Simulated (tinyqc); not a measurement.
Substrate current against gate voltage: lateral field, substrate current, probability of reaching the oxide barrier and hot-carrier lifetime of a silicon transistor (pseudo-two-dimensional and lucky-electron models). Computed by tinyqc, a small Python program. Command: `OMP_NUM_THREADS=1 python tinyqc.py 3008214 3008215 out.jsonl hotcar walk`. One thread of a shared host (Intel(R) Xeon(R) Processor @ 2.30GHz), about 0.01 s of CPU time with the checks.

Local-field models: a lucky carrier gains its energy at the peak field over a path free of collisions. Voltages are magnitudes.

Inputs (values chosen for the exercise, modelled on a silicon n-channel): channel length L = 900 nm; oxide thickness t = 19 nm; junction depth x_j = 180 nm; mobility mu = 380 cm^2/(V s); saturation velocity v_s = 0.82 1e7 cm/s; threshold voltage V_T = 0.64 V; drain voltage V_D = 5.7 V; ionisation prefactor A_i = 1.8e+06 1/cm; ionisation field B_i = 1.71 MV/cm; hot-carrier mean free path lambda = 7.2 nm; oxide barrier phi_b = 3.1 eV; interface-trap threshold phi_it = 3.6 eV; lifetime constant H = 3 s microampere/micrometre; length of the depleted extension L_n = 74 nm.

Drain: lightly doped extension.

Constants: eps_0 = 8.8541878128e-12 F/m.

Method:
- C_ox = 3.9 eps_0/t; F_sat = 2 v_s/mu; V_Dsat = V_ov F_sat L/(V_ov + F_sat L), V_ov = V_G - V_T; I_D/W = C_ox v_s (V_ov - V_Dsat).
- Scale length l = 0.22 t^(1/3) x_j^(1/2) (all in cm); F_m = sqrt(((V_D - V_Dsat)/l_e)^2 + F_sat^2), with l_e = l + L_n; length of the velocity-saturated region l_e ln((V_D - V_Dsat)/(l_e F_sat) + F_m/F_sat).
- Substrate current I_sub/I_D = (A_i/B_i)(V_D - V_Dsat) exp(-B_i/F_m); probability of reaching the oxide barrier exp(-phi_b/(e lambda F_m)); lifetime tau = (H/(I_D/W)) exp(phi_it/(e lambda F_m)).

At the given drain voltage:
```
V_G (V)  V_Dsat (V)  I_D/W (microampere/micrometre)  F_m (kV/cm)  I_sub/W (microampere/micrometre)     tau (s)
0.92         0.2612                            2.81       290.08                           0.04423  3.2724e+07
1.20         0.4894                           10.52       278.18                           0.12341  1.8250e+07
1.70         0.8327                           33.87       260.31                           0.24345  1.9466e+07
2.20         1.1130                           66.62       245.74                           0.30575  3.0893e+07
2.90         1.4287                          123.89       229.37                           0.32218  7.0995e+07
3.70         1.7116                          200.95       214.73                           0.29360  1.9336e+08
4.60         1.9609                          297.93       201.87                           0.24570  5.7492e+08
5.40         2.1389                          390.63       192.71                           0.20512  1.4232e+09
6.30         2.3035                          500.23       184.26                           0.16678  3.6522e+09
```

What does the comparison show, and why?

I_sub peaks at V_G = 2.9 V, 0.51 V_D: a higher gate voltage brings more carriers but raises V_Dsat and so lowers F_m. The shortest lifetime among the rows lies at V_G = 1.2 V, below that of the largest I_sub, since tau depends more steeply on the field.

Extremes, crossings and ranges named in words are read from the listed rows.
